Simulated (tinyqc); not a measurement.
Inside a calculation: Fermi-Dirac statistics of conduction electrons. Values are carried at full precision from step to step, so a last printed digit may differ when a step is redone from the rounded ones.

Constants: hbar^2/2m0 = 3.80998211 eV angstrom^2; kB = 8.617333262e-05 eV/K; e^2/(4 pi eps0) = 14.39964547 eV angstrom.

Inputs chosen for the exercise (near those of Ge, lowest valleys alone; the results hold for these values, not for the real material): m = 0.5214 m0 (density-of-states mass of the conduction band); T = 300 K; n = 2.3e+19 1/cm^3 (electron density); eps = 15.9 (static dielectric constant); alpha = 0.64 1/eV (non-parabolicity).

## Reduced density

N = 2 (m kB T/(4 pi c))^(3/2) with c = hbar^2/2m0, in 1/angstrom^3; times 1e24 for 1/cm^3; u = n/Nc.

kT = 0.025852 eV
Nc = 9.4478e+18 1/cm^3
u = n/Nc = 2.43444118

## Reduced Fermi level by five rules

F_j(eta) = (1/Gamma(j + 1)) integral_0^infinity x^j dx/(1 + exp(x - eta)), which tends to exp(eta) for eta << 0.

With u = n/Nc: Boltzmann eta = ln u; Joyce-Dixon eta = ln u + u/sqrt(8) - 4.95009e-3 u^2 + 1.48386e-4 u^3 - 4.42563e-6 u^4; Nilsson eta = ln u/(1 - u^2) + v/(1 + (0.24 + 1.08 v)^-2) with v = (3 sqrt(pi) u/4)^(2/3); fully degenerate limit eta = v; exact: F_1/2(eta) = u.

Find eta = (EF - Ec)/kT by each rule.

eta: Boltzmann 0.890, Joyce-Dixon 1.723, Nilsson 1.726, degenerate 2.188, exact 1.723

Against the exact value the errors are Boltzmann -0.833, Joyce-Dixon 0.000, Nilsson +0.003, degenerate limit +0.465 (in kT).

## Exact eta by Newton steps

Solve ln F_1/2(eta) = ln u from the Boltzmann value; dF_1/2/d eta = F_-1/2, so the step is -ln(F_1/2/u) F_1/2/F_-1/2. Stop below 1e-9.

Newton steps:
```
step       eta    F_1/2    F_-1/2  step taken
1     0.889717  1.46508  0.977989       0.761
2     1.650439  2.33777   1.31512      0.0720
3     1.722470  2.43362   1.34631    0.000609
4     1.723079  2.43444   1.34658    4.32e-08
5     1.723079  2.43444   1.34658    1.00e-15
```

Converged in 5 steps.

## Mean energy, Einstein relation and screening

eta = 1.72308

Mean kinetic energy <E> = (3/2) kT F_3/2/F_1/2; D/mu = (kT/e) F_1/2/F_-1/2; dn/dEF = (Nc/kT) F_-1/2; screening length L = (4 pi (e^2/(4 pi eps0)) (dn/dEF)/eps)^(-1/2), with dn/dEF in 1/(angstrom^3 eV) (1/cm^3 = 1e-24/angstrom^3).

F_-1/2, F_1/2, F_3/2: [1.347, 2.434, 3.438]

<E> = 54.77 meV
D/mu = 46.74 mV
dn/dEF = 4.921e+20 1/(cm^3 eV)
L = 13.36 angstrom

EF lies within 2 kT of the edge. D/mu is 1.808 times kT/e and <E> is 1.412 times (3/2) kT; the Debye formula, with n/kT in place of dn/dEF, would give L = 9.938 angstrom.

## Fermi level in the non-parabolic band

Non-parabolic band E (1 + alpha E) = c k^2/m: n = Nc (2/sqrt(pi)) integral_0^infinity sqrt(x (1 + a x)) (1 + 2 a x) dx/(1 + exp(x - eta)) with a = alpha kT and eta = (EF - Ec)/kT; a = 0 gives n = Nc F_1/2(eta).

Solve for eta at the same n.

a = 0.01655
eta = 1.575
EF - Ec = 40.71 meV

The extra states lower EF by 3.84 meV against the parabolic band.

## Checks

- Non-parabolic integral at a = 0 against F_1/2(2): both 2.823721.
- F_1/2(40) against the Sommerfeld form (4/(3 sqrt(pi))) eta^(3/2) (1 + pi^2/(8 eta^2)): both 190.45.

(tinyqc, `OMP_NUM_THREADS=1 python tinyqc.py 1680049 1680050 out.jsonl`, Intel(R) Xeon(R) Processor @ 2.30GHz, 1 thread, shared host, about 0.01 s.)
